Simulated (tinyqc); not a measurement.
# Worked calculation: p-n diode, drift-diffusion by the Gummel loop with Scharfetter-Gummel fluxes

Program tinyqc, `OMP_NUM_THREADS=1 python tinyqc.py 2240052 2240053 out.jsonl`; Intel Xeon 2.30GHz, shared host, one thread, about 0.2 s. Printed values are rounded.

Abrupt junction at x = 0, p side from -Lp, n side to Ln, ohmic contacts. psi is counted from the intrinsic level; n = ni exp((psi - phin)/Vt), p = ni exp((phip - psi)/Vt). Contacts: p side psi = V - Vt ln(Na/ni), p = Na, n = ni^2/Na; n side psi = Vt ln(Nd/ni), n = Nd, p = ni^2/Nd. Constant mobilities, D = mu Vt, Boltzmann statistics, SRH recombination through a mid-gap level, U = (n p - ni^2)/(tp (n + ni) + tn (p + ni)). Current is positive from the p contact to the n contact.

Inputs (values chosen for the exercise); band and dielectric values those of a made-up semiconductor:
- T = 350 K (temperature)
- Eg = 0.876 eV (band gap)
- eps_r = 12.5 (relative permittivity)
- Nc = 2.27e17 cm^-3 (conduction-band density of states at T)
- Nv = 7.69e18 cm^-3 (valence-band density of states at T)
- Na = 7.7e17 cm^-3 (acceptor density of the p side)
- Nd = 5.7e16 cm^-3 (donor density of the n side)
- mun = 3100 cm^2/(V s) (electron mobility)
- mup = 140 cm^2/(V s) (hole mobility)
- tn = 2e-8 s (SRH lifetime of electrons)
- tp = 1e-7 s (SRH lifetime of holes)
- G = 0 cm^-3 s^-1 (uniform generation rate)
- V = 0.37 V (bias of the p contact)

Constants: q = 1.602176634e-19 C, kB = 1.380649e-23 J/K, Vt = kB T/q, eps0 = 8.8541878128e-14 F/cm where lengths are in cm. Results are converted to the units shown.

## Intrinsic density and built-in voltage

ni = sqrt(Nc Nv) exp(-Eg/(2 Vt)), Eg in volts; Vbi = Vt ln(Na Nd/ni^2).

ni = 6.51709e11 cm^-3
Vbi = 0.764913 V

## Round 1: Poisson equation

| node | x (nm) | phin at the start (V) | phip at the start (V) |
|---|---|---|---|
| 0 | -420 | 0.37 | 0.37 |
| 1 | -237 | 0 | 0.37 |
| 2 | -129 | 0 | 0.37 |
| 3 | -66 | 0 | 0.37 |
| 4 | -28.6 | 0 | 0.37 |
| 5 | -6.5 | 0 | 0.37 |
| 6 | 6.5 | 0 | 0.37 |
| 7 | 40.8 | 0 | 0.37 |
| 8 | 131 | 0 | 0.37 |
| 9 | 369 | 0 | 0.37 |
| 10 | 996 | 0 | 0.37 |
| 11 | 2650 | 0 | 0.37 |
| 12 | 7000 | 0 | 0 |

With phin and phip held, solve a_i (psi_(i+1) - psi_i) - a_(i-1) (psi_i - psi_(i-1)) + q w_i (p_i - n_i + C_i) = 0 for the inner nodes by Newton steps to convergence; a_i = eps0 eps_r/h_i, h_i = x_(i+1) - x_i, w_i = (h_(i-1) + h_i)/2, C = -Na or +Nd.

| node | psi (V) | n after Poisson (cm^-3) | p after Poisson (cm^-3) |
|---|---|---|---|
| 0 | -0.051716 | 5.51590e5 | 7.7e17 |
| 1 | -0.051716 | 1.17323e11 | 7.70000e17 |
| 2 | -0.051716 | 1.17323e11 | 7.69999e17 |
| 3 | -0.051708 | 1.17354e11 | 7.69797e17 |
| 4 | -0.051150 | 1.19545e11 | 7.55684e17 |
| 5 | -0.037194 | 1.89881e11 | 4.75765e17 |
| 6 | 0.068193 | 6.25149e12 | 1.44507e16 |
| 7 | 0.262355 | 3.90657e15 | 2.31248e13 |
| 8 | 0.341205 | 5.33569e16 | 1.69310e12 |
| 9 | 0.343191 | 5.69883e16 | 1.58521e12 |
| 10 | 0.343198 | 5.70016e16 | 1.58484e12 |
| 11 | 0.343198 | 5.70016e16 | 1.58484e12 |
| 12 | 0.343197 | 5.7e16 | 7.45131e6 |

## Round 1: electron continuity

With psi and p held, F_i = (mun Vt/h_i) [n_(i+1) B(d_i) - n_i B(-d_i)], d_i = (psi_(i+1) - psi_i)/Vt, B(d) = d/(exp(d) - 1); solve F_i - F_(i-1) = w_i [(n_i p_i - ni^2)/den_i - G] for the new n, with den = tp (n + ni) + tn (p + ni) taken at the old n and p, h_i = x_(i+1) - x_i, w_i = (h_(i-1) + h_i)/2; phin = psi - Vt ln(n/ni).

| node | new n (cm^-3) | phin after round 1 (V) |
|---|---|---|
| 0 | 5.51590e5 | 0.370000 |
| 1 | 5.22642e10 | 0.024388 |
| 2 | 8.31128e10 | 0.010397 |
| 3 | 1.01134e11 | 0.004486 |
| 4 | 1.13808e11 | 0.001483 |
| 5 | 1.88796e11 | 0.000173 |
| 6 | 6.24973e12 | 0.000008 |
| 7 | 3.90642e15 | 0.000001 |
| 8 | 5.33550e16 | 0.000001 |
| 9 | 5.69863e16 | 0.000001 |
| 10 | 5.69998e16 | 0.000001 |
| 11 | 5.70003e16 | 0.000001 |
| 12 | 5.7e16 | 0.000000 |

## Round 1: hole continuity

With psi and the new n held, F_i = (mup Vt/h_i) [p_(i+1) B(-d_i) - p_i B(d_i)], d_i = (psi_(i+1) - psi_i)/Vt, B(d) = d/(exp(d) - 1); solve F_i - F_(i-1) = w_i [(n_i p_i - ni^2)/den_i - G] for the new p, with den = tp (n + ni) + tn (p + ni) taken at the new n and the old p, h_i = x_(i+1) - x_i, w_i = (h_(i-1) + h_i)/2; phip = psi + Vt ln(p/ni).

| node | new p (cm^-3) | phip after round 1 (V) |
|---|---|---|
| 0 | 7.7e17 | 0.370000 |
| 1 | 7.70000e17 | 0.370000 |
| 2 | 7.69999e17 | 0.370000 |
| 3 | 7.69796e17 | 0.370000 |
| 4 | 7.55684e17 | 0.370000 |
| 5 | 4.75765e17 | 0.370000 |
| 6 | 1.44507e16 | 0.370000 |
| 7 | 2.31229e13 | 0.369998 |
| 8 | 1.68268e12 | 0.369814 |
| 9 | 1.50288e12 | 0.368391 |
| 10 | 1.31465e12 | 0.364363 |
| 11 | 8.77710e11 | 0.352177 |
| 12 | 7.45131e6 | 0.000000 |

## Course of the Gummel loop

Stop when phin and phip change by less than 1e-8 V, or after 80 rounds. J = Jn at the p contact + Jp at the n contact + q sum w_i U_i - q G sum w_i over the inner nodes, which avoids differences of large majority fluxes: Jn = (q mun Vt/h_0)[n_1 B(d_0) - n_0 B(-d_0)], Jp = (q mup Vt/h_last)[p_(N-1) B(d_last) - p_N B(-d_last)], d_i = (psi_(i+1) - psi_i)/Vt, B(d) = d/(exp(d) - 1), w_i = (h_(i-1) + h_i)/2.

Course of the iteration:

| round | J (A/cm^2) | largest change of phin, phip (V) |
|---|---|---|
| 1 | 0.0453275 | 0.0244 |
| 2 | 0.0453274 | 2.22e-7 |
| 3 | 0.0453274 | 1.09e-9 |

Converged in 3 rounds.

## Recombination and current

| node | converged psi (V) | converged n (cm^-3) | converged p (cm^-3) |
|---|---|---|---|
| 0 | -0.051716 | 5.51590e5 | 7.7e17 |
| 1 | -0.051716 | 5.22642e10 | 7.70000e17 |
| 2 | -0.051716 | 8.31128e10 | 7.69999e17 |
| 3 | -0.051708 | 1.01134e11 | 7.69797e17 |
| 4 | -0.051150 | 1.13808e11 | 7.55684e17 |
| 5 | -0.037194 | 1.88796e11 | 4.75765e17 |
| 6 | 0.068193 | 6.24976e12 | 1.44506e16 |
| 7 | 0.262355 | 3.90649e15 | 2.31225e13 |
| 8 | 0.341206 | 5.33569e16 | 1.68262e12 |
| 9 | 0.343192 | 5.69882e16 | 1.50283e12 |
| 10 | 0.343199 | 5.70013e16 | 1.31461e12 |
| 11 | 0.343198 | 5.70009e16 | 8.77695e11 |
| 12 | 0.343197 | 5.7e16 | 7.45131e6 |

U_i as defined. J = Jn at the p contact + Jp at the n contact + q sum w_i U_i - q G sum w_i over the inner nodes, which avoids differences of large majority fluxes: Jn = (q mun Vt/h_0)[n_1 B(d_0) - n_0 B(-d_0)], Jp = (q mup Vt/h_last)[p_(N-1) B(d_last) - p_N B(-d_last)], d_i = (psi_(i+1) - psi_i)/Vt, B(d) = d/(exp(d) - 1), w_i = (h_(i-1) + h_i)/2.

| node | U (cm^-3 s^-1) |
|---|---|
| 0 | 0 |
| 1 | 2.61317e18 |
| 2 | 4.15559e18 |
| 3 | 5.05666e18 |
| 4 | 5.69032e18 |
| 5 | 9.43968e18 |
| 6 | 3.11728e20 |
| 7 | 2.30904e20 |
| 8 | 1.68257e19 |
| 9 | 1.50279e19 |
| 10 | 1.31458e19 |
| 11 | 8.77673e18 |
| 12 | 0 |

Jn at the p contact = 0.0427821 A/cm^2
Jp at the n contact = 0.00136502 A/cm^2
recombination = 0.00118035 A/cm^2
generation = 0 A/cm^2
J = 0.0453274 A/cm^2

A 500-node mesh gives J = 0.04566 A/cm^2; this mesh differs from it by -3.3e-4 A/cm^2 (-0.73 %).
